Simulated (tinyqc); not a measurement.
What moves the results: six-band hole subbands of a thin body in a field. A value that a table varies takes the place of the one given here.

Basis X, Y, Z times spin, hole energies counted downwards from the unstrained edge (the hydrostatic shift is left out), c = hbar^2/2m0. For a symmetric tensor T let C(T) have C_XX = L Txx + M (Tyy + Tzz), C_XY = N Txy (cyclic), L = c (g1 + 4 g2), M = c (g1 - 2 g2), N = 6 c g3. k = q + kz n, n the unit normal, q = k1 u + k2 v with u along the channel [1-10] and v = n x u. H = C(k k^T) + (Dso/3)(1 - L.sigma) - B + e F z with (L_k)_ij = -i epsilon_kij; B is the block C built from the traceless strain with 2b, -b and sqrt(3) d in place of L, M, N. Strain: exx = eyy = (s11 + s12) sx/2, ezz = s12 sx, exy = -s44 sx/4. Hard walls at z = 0 and t; basis sin(j pi z/t), j = 1 to Nz: kz^2 = (j pi/t)^2, kz = -i D with D_jl = 4 j l/(t (j^2 - l^2)), z_jj = t/2 and z_jl = -8 t j l/(pi (j^2 - l^2))^2 for j + l odd; 1 MV/cm = 0.01 eV/angstrom.

Nz = 14. E1 is the top subband at q = 0, gap the distance to the next pair, and the masses are c q^2/(E(q) - E1) at |q| = 0.02 1/angstrom (mean of the spin pair) along the channel [1-10] and across it in the plane; a dash marks a band that does not rise.

Constants: hbar^2/2m0 = 3.80998211 eV angstrom^2.

Values chosen for the exercise (near those of a p-type Si channel; shifted at random, so the results belong to these values and not to a real crystal):

| symbol | value | unit | meaning |
|---|---|---|---|
| g1 | 4.27 |  | Luttinger gamma1 |
| g2 | 0.34 |  | gamma2 |
| g3 | 1.45 |  | gamma3 |
| Dso | 0.045 | eV | spin-orbit splitting |
| b | -2.07 | eV | tetragonal potential |
| d | -4.79 | eV | trigonal potential |
| S | (7.76, -2.14, 12.8) | 1/TPa | compliances s11, s12, s44 |
| face | 110 |  | surface |
| t | 90 | angstrom | body thickness |
| F | 0.2 | MV/cm | field across the body |
| sx | -2 | GPa | stress along the channel [1-10], negative in compression |

## Stress along the channel

Each row has its own sx.

Results:

| sx (GPa) | E1 (meV) | gap (meV) | m channel | m across |
|---|---|---|---|---|
| -3.0 | -59.6 | 27.8 | 0.114 | 0.279 |
| -2.0 | -23.1 | 27.8 | 0.114 | 0.279 |
| -1.0 | 13.2 | 27.8 | 0.115 | 0.279 |
| -0.5 | 31.2 | 27.7 | 0.116 | 0.280 |
| 0.0 | 48.9 | 27.2 | 0.118 | 0.282 |
| 0.5 | 65.5 | 21.3 | 0.127 | 0.287 |
| 1.0 | 73.4 | 15.1 | 0.226 | 0.296 |

Under 2 GPa of compression the channel mass goes from 0.118 to 0.114 m0, the mass across from 0.282 to 0.279; the gap to the next subband is 28, 27 and 15 meV at -2, 0 and +1 GPa. The lightest channel mass of the table, 0.114 m0, is at -3.0 and -2.0 GPa. Compression changes the channel mass little here, since confinement on this face has already singled out the orbital that the stress favours.

## Surface orientation and number of bands

Three faces, six bands; and four bands, with Dso set to 1000 eV.

Results:

| case | E1 (meV) | gap (meV) | m channel | m across |
|---|---|---|---|---|
| (001) 6 bands | 26.9 | 71.2 | 0.143 | 2.749 |
| (001) 4 bands | 54.1 | 72.0 | 0.180 | 0.574 |
| (110) 6 bands | -23.1 | 27.8 | 0.114 | 0.279 |
| (110) 4 bands | 36.8 | 52.8 | 0.149 | 0.300 |
| (111) 6 bands | 3.0 | 48.3 | 0.128 | 1.178 |
| (111) 4 bands | 37.2 | 49.0 | 0.163 | 0.247 |

With six bands the top subband is shallowest on (110) (-23.1 meV) and deepest on (001). Without the stress E1 would be 88.8, 48.9 and 64.4 meV, so the stress moves it by -61.9, -72.0 and -61.4 meV. The lightest channel mass is on (110) (0.114 m0). Dropping the split-off band moves E1 by 27.2, 59.9 and 34.2 meV and the gap by 0.8, 25.0 and 0.6 meV on the three faces, with Dso = 45 meV.

## What each parameter does

Six bands. Each row changes one parameter from the base and keeps the others.

Results:

| case | E1 (meV) | gap (meV) | m channel (m0) | m across (m0) |
|---|---|---|---|---|
| base | -23.1 | 27.8 | 0.114 | 0.279 |
| t = 100 angstrom | -23.1 | 27.8 | 0.114 | 0.279 |
| F = 0.5 MV/cm | 8.5 | 51.1 | 0.114 | 0.279 |
| sx = -2.5 GPa | -41.4 | 27.8 | 0.114 | 0.279 |
| g3 = 1.35 | -12.7 | 36.0 | 0.118 | 0.279 |
| g2 = 0.39 | -21.0 | 29.5 | 0.114 | 0.287 |
| Dso = 0.068 eV | -17.3 | 28.0 | 0.115 | 0.280 |
| d = -3.83 eV | -12.6 | 27.8 | 0.114 | 0.279 |

The largest shifts from the base row, up to three for each result and ties (the steps differ in size, so this ranks the rows, not the parameters). E1 (meV): F +31.6, sx -18.2, d +10.5; unchanged at the printed digits by t. gap (meV): F +23.2, g3 +8.1, g2 +1.7; unchanged at the printed digits by t, sx and d. m channel (m0): g3 +0.004, Dso +0.001; unchanged at the printed digits by t, F, sx, g2 and d. m across (m0): g2 +0.008, Dso +0.001; unchanged at the printed digits by t, F, sx, g3 and d.

tinyqc: `OMP_NUM_THREADS=1 python tinyqc.py 1280004 1280005 out.jsonl`; about 0.3 s, one thread, shared Intel(R) Xeon(R) Processor @ 2.30GHz.
